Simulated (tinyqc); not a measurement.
Effective mass of the light-hole band from tabulated energies: one step. Finite differences. Four cases, with inputs chosen for the exercise.

Question. The band is even in k. m = c k^2/E(k) from the points 1, 2, 4 (k = 0 is point 0); Richardson from points 1 and 2: c/m = [16 E(k1) - E(k2)]/(12 k1^2).

c = hbar^2/2m0.
Constants: hbar^2/2m0 = 3.80998211 eV angstrom^2.

Give: m from points 1, 2, 4; m by Richardson.

Case 1.

Energies along [111], from the band edge downward:
```
k (1/angstrom),E (meV)
0.0000000,0.000000
0.0120000,5.099600
0.0240000,20.109200
0.0360000,44.211700
0.0480000,76.191200
0.0600000,114.594900
0.0720000,157.884100
0.0840000,204.552100
0.0960000,253.209000
```

reference mass (curvature of the model at k = 0.0001 1/angstrom) = 0.1070664 m0

Answer.

m from points 1, 2, 4 (m0): 0.10758  0.10913  0.11521

m by Richardson = 0.10708 m0

Errors against the reference: +0.48, +1.93 and +7.61 % and +0.01 %. The extrapolation removes the k^4 term.

Case 2.

Energies along [110], from the band edge downward:
```
k (1/angstrom),E (meV)
0.0000000,0.000000
0.0036000,1.864900
0.0072000,7.335600
0.0108000,16.068600
0.0144000,27.571000
0.0180000,41.280200
0.0216000,56.626300
0.0252000,73.070900
0.0288000,90.125500
```

reference mass (curvature of the model at k = 0.0001 1/angstrom) = 0.0263263 m0

Answer.

m from points 1, 2, 4 (m0): 0.02648  0.02692  0.02865

m by Richardson = 0.02633 m0

Errors against the reference: +0.57, +2.27 and +8.84 % and +0.02 %. The extrapolation removes the k^4 term.

Case 3.

Energies along [110], from the band edge downward:
```
k (1/angstrom),E (meV)
0.0000000,0.000000
0.0037000,1.258400
0.0074000,4.992200
0.0111000,11.080100
0.0148000,19.327300
0.0185000,29.476600
0.0222000,41.221200
0.0259000,54.219700
0.0296000,68.113200
```

reference mass (curvature of the model at k = 0.0001 1/angstrom) = 0.0413351 m0

Answer.

m from points 1, 2, 4 (m0): 0.04145  0.04179  0.04318

m by Richardson = 0.04134 m0

Errors against the reference: +0.27, +1.11 and +4.46 % and 0.00 %. The extrapolation removes the k^4 term.

Case 4.

Energies along [100], from the band edge downward:
```
k (1/angstrom),E (meV)
0.0000000,0.000000
0.0062000,3.329800
0.0124000,13.125000
0.0186000,28.848600
0.0248000,49.732900
0.0310000,74.910000
0.0372000,103.517600
0.0434000,134.765400
0.0496000,167.964900
```

reference mass (curvature of the model at k = 0.0001 1/angstrom) = 0.0437637 m0

Answer.

m from points 1, 2, 4 (m0): 0.04398  0.04463  0.04712

m by Richardson = 0.04377 m0

Errors against the reference: +0.50, +1.99 and +7.66 % and +0.02 %. The extrapolation removes the k^4 term.

Computed by tinyqc, one run a case: `OMP_NUM_THREADS=1 python tinyqc.py N N+1 out.jsonl` with N = 1880064, 1880105, 1880734, 1881042; one thread of a shared Intel(R) Xeon(R) Processor @ 2.30GHz, about 0.01 s a run at most.
